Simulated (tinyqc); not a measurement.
## Reverse leakage of an n+-p junction: diffusion, generation, trap-assisted and band-to-band tunnelling: leakage components against the temperature

One-sided abrupt junction in the depletion approximation, x from the junction (0) to W on the p side, field F = F0 (1 - x/W). Flat quasi-Fermi levels, long p side. Traps generate through SRH with both lifetimes shortened by 1 + Gamma (Hurkx enhancement, form for moderate fields); band-to-band generation is local and needs a total bending above Eg.

Nc and Nv are given at 350 K and scale as (T/350 K)^1.5; all else is held fixed. ni = sqrt(Nc Nv) exp(-Eg/(2 Vt)), Eg in volts; Vbi = Vt ln(Na Nd/ni^2); W = sqrt(2 eps0 eps_r (Vbi + VR)/(q Na)); F0 = 2 (Vbi + VR)/W; FG = sqrt(24 mt m0 (kB T)^3)/(q hbar); J_diff = q ni^2 sqrt(Dn/tau)(1 - exp(-VR/Vt))/Na. u = (Vbi + VR)(1 - x/W)^2, p = Na exp(-u/Vt), n = Nd exp((u - Vbi - VR)/Vt); G0 = ni^2 (1 - exp(-VR/Vt))/(tau (n + p + 2 ni cosh(Et/Vt))); Gamma = 2 sqrt(3 pi)(F/FG) exp((F/FG)^2); trap-assisted part G0 Gamma; G_bb = Ab F^2.5 exp(-Bb/F) with F in V/cm, zero unless Vbi + VR > Eg, and counted as zero under 1 cm^-3 s^-1. Currents are q times the integrals over 0 to W; J_bb under 1e-8 of J is printed as 0; rows with F0/FG above 2.2, beyond the range of this Gamma, are left out.

Values chosen for this exercise; band and dielectric values close to those of silicon: band gap Eg = 1.11 eV; relative permittivity eps_r = 11.8; conduction-band density of states at the reference temperature Nc = 3.58e19 cm^-3; valence-band density of states at the reference temperature Nv = 3.33e19 cm^-3; acceptor density of the lighter side Na = 1.7e16 cm^-3; donor density of the heavier side Nd = 5e19 cm^-3; SRH lifetime of both carriers at zero field tau = 3e-7 s; trap level above the intrinsic level Et = 0 eV; tunnelling mass mt = 0.24 m0; electron diffusion coefficient on the lighter side Dn = 6.4 cm^2/s; band-to-band prefactor Ab = 7.6e14 cm^-0.5 V^-2.5 s^-1; band-to-band field constant Bb = 1.83e7 V/cm; reverse bias VR = 1.4 V.

Constants: q = 1.602176634e-19 C, kB = 1.380649e-23 J/K, hbar = 1.054571817e-34 J s, m0 = 9.1093837015e-31 kg, Vt = kB T/q, eps0 = 8.8541878128e-14 F/cm where lengths are in cm. Results are converted to the units shown.

The same in every row: J_bb (A/cm^2) = 0.

Leakage components against the temperature:
```
T (K)	F0 (kV/cm)	F0/FG	J_diff (A/cm^2)	J_SRH (A/cm^2)	J_TAT (A/cm^2)	J (A/cm^2)	largest part
220	112	0.493	4.81e-19	1.76e-11	3.84e-11	5.60e-11	trap-assisted tunnelling
250	111	0.405	7.95e-16	7.26e-10	1.24e-9	1.97e-9	trap-assisted tunnelling
280	111	0.340	2.79e-13	1.38e-8	1.92e-8	3.31e-8	trap-assisted tunnelling
310	110	0.290	3.25e-11	1.52e-7	1.76e-7	3.28e-7	trap-assisted tunnelling
340	110	0.251	1.67e-9	1.11e-6	1.09e-6	2.21e-6	SRH generation
370	109	0.220	4.66e-8	5.99e-6	5.06e-6	1.11e-5	SRH generation
400	108	0.195	8.01e-7	2.54e-5	1.86e-5	4.48e-5	SRH generation
430	108	0.173	9.41e-6	8.91e-5	5.72e-5	1.56e-4	SRH generation
```

J rises from 5.60e-11 to 1.56e-4 A/cm^2. Trap-assisted tunnelling leads at T = 220, SRH generation from 340 on. Activation energies over the table: 1.19 eV for diffusion (Eg = 1.11 eV, raised by the T^3 of ni^2), 0.599 eV for SRH generation (Eg/2 + |Et| = 0.555 eV), 0.552 eV for the trap-assisted part, lower since Gamma grows on cooling; the total shows 0.562 eV at the cold end and 0.615 eV at the hot end.

Range of the model: The n+ side is degenerate, so Vbi from Boltzmann statistics is only a guide.

tinyqc, about 0.01 s, one thread, Intel Xeon 2.30GHz (shared host): `OMP_NUM_THREADS=1 python tinyqc.py 2290127 2290128 out.jsonl`
